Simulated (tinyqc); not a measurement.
# Hole mobility in a silicon inversion layer, empirical terms and Matthiessen rule, step by step

tinyqc, about 0.01 s, one thread, Intel Xeon 2.30GHz (shared host): `OMP_NUM_THREADS=1 python tinyqc.py 2510127 2510128 out.jsonl` Printed values are rounded.

Inversion layer of sheet density Ns on a uniformly doped body, under a high-permittivity gate with an interlayer. The mobility terms are empirical power laws with prefactors chosen for the exercise; adding their inverses (Matthiessen) is itself an approximation.

Parameters, values chosen for the exercise; material values close to those of silicon:
- T = 350 K (temperature)
- Eg = 1.11 eV (band gap)
- eps_r = 11.9 (relative permittivity of the semiconductor)
- Nc = 3.55e19 cm^-3 (conduction-band density of states at T)
- Nv = 3.38e19 cm^-3 (valence-band density of states at T)
- Nb = 6.7e17 cm^-3 (body doping)
- Vsb = 0 V (reverse body bias)
- eta = 0.3333 (weight of the inversion charge in the effective field)
- Cox = 1.08 uF/cm^2 (gate capacitance)
- Ap = 132 cm^2/(V s) (phonon-limited mobility at 1 MV/cm and 300 K)
- As = 283 cm^2/(V s) (roughness-limited mobility at 1 MV/cm)
- gs = 1 (exponent of the roughness term)
- Ac = 1700 cm^2/(V s) (Coulomb prefactor)
- Nit = 2.1e10 cm^-2 (charge at the interface)
- Ar = 150 cm^2/(V s) (remote-phonon mobility without interlayer)
- ti = 0.7 nm (interlayer thickness)
- lr = 0.9 nm (decay length of remote phonons)
- Ns = 1e13 cm^-2 (inversion density)
- WL = 10 (ratio W/L)
- Vd = 0.02 V (drain voltage)
- I = 21.4 uA (measured linear current)

Constants: q = 1.602176634e-19 C, kB = 1.380649e-23 J/K, Vt = kB T/q, eps0 = 8.8541878128e-14 F/cm where lengths are in cm. Results are converted to the units shown.

## Depletion charge and effective field

ni = sqrt(Nc Nv) exp(-Eg/(2 Vt)), Eg in volts; Ndep = sqrt(2 eps0 eps_r Nb (2 Vt ln(Nb/ni) + Vsb)/q); E = q (Ndep + eta Ns)/(eps0 eps_r), in MV/cm.

ni = 3.53122e11 cm^-3
Ndep = 2.77207e12 cm^-2
E = 0.928336 MV/cm

The depletion charge gives 45.4 % of the field.

## Mobility terms and their sum

With t = T/(300 K): muC = Ac (Ns/1e12 cm^-2) t/(Nb/1e17 cm^-3 + Nit/1e11 cm^-2), muP = Ap E^(-1/3) t^(-1.75), muS = As E^(-gs), muR = Ar exp(2 ti/lr)/t; 1/mu is the sum of the inverses.

terms (cm^2/(V s)): Coulomb 2870.24, phonon 103.319, roughness 304.846, remote phonon 609.135
mu = 66.8935 cm^2/(V s)
shares of 1/mu (%): Coulomb 2.33059, phonon 64.7444, roughness 21.9433, remote phonon 10.9817

The phonon term limits most.

## Iteration 1: inversion density for the measured current

Ns at the start = 7e12 cm^-2

I = (W/L) q Ns mu Vd. E = q (Ndep + eta Ns)/(eps0 eps_r) in MV/cm. With t = T/(300 K): muC = Ac (Ns/1e12 cm^-2) t/(Nb/1e17 cm^-3 + Nit/1e11 cm^-2), muP = Ap E^(-1/3) t^(-1.75), muS = As E^(-gs), muR = Ar exp(2 ti/lr)/t; 1/mu is the sum of the inverses. Ns(new) = I/((W/L) q mu Vd).

E = 0.776292 MV/cm
mu = 71.4235 cm^2/(V s)
Ns after iteration 1 = 9.35045e12 cm^-2

## Iteration 2: inversion density for the measured current

As before.

E = 0.895416 MV/cm
mu = 67.8370 cm^2/(V s)
Ns after iteration 2 = 9.84480e12 cm^-2

## Course of the iteration: inversion density for the measured current

Stop when Ns changes by less than 1e5 cm^-2, or after 120 iterations.

Course of the iteration:
```
iteration  Ns (cm^-2)  |change| (cm^-2)
1          9.35045e12           2.35e12
2          9.84480e12           4.94e11
3          9.95045e12           1.06e11
4          9.97305e12           2.26e10
5          9.97789e12            4.84e9
6          9.97892e12            1.03e9
7          9.97915e12            2.21e8
8          9.97919e12            4.74e7
9          9.97920e12            1.01e7
10         9.97921e12            2.17e6
11         9.97921e12            4.64e5
12         9.97921e12            9.92e4
```

Converged in 12 iterations. At the end each change is about 0.21 times the one before: linear convergence.

## Split C-V extraction

```
point  Vg (V)  Cgc (uF/cm^2)      I (uA)
0         0.2     0.00343676  8.66374e-6
1         0.3      0.0305512  6.86131e-4
2         0.4       0.226566   0.0389133
3         0.5       0.764297    0.599845
4         0.6        1.03320     2.09278
5         0.7        1.07466     3.85321
6         0.8        1.07941     5.59390
7         0.9        1.07994     7.27044
8           1        1.07999     8.87928
9         1.1        1.08000     10.4235
10        1.2        1.08000     11.9076
11        1.3        1.08000     13.3358
12        1.4        1.08000     14.7124
```

Q(Vg) is the trapezoid sum of Cgc from the first point (where Q is taken as 0); mu_eff = I/((W/L) Q Vd); mu_FE = (dI/dVg)/((W/L) Cox Vd) with a backward difference. Listed from point 4 on.

```
point  Q (uC/cm^2)  mu_eff (cm^2/(V s))  mu_FE (cm^2/(V s))
4         0.153973              67.9592             69.1174
5         0.259366              74.2811             81.5011
6         0.367070              76.1966             80.5876
7         0.475037              76.5249             77.6178
8         0.583034              76.1472             74.4831
9         0.691034              75.4200             71.4940
10        0.799033              74.5126             68.7066
11        0.907033              73.5135             66.1221
12         1.01503              72.4723             63.7276
```

At the last point mu_FE is 12 % below mu_eff: where the mobility falls with gate voltage the slope of I understates it.
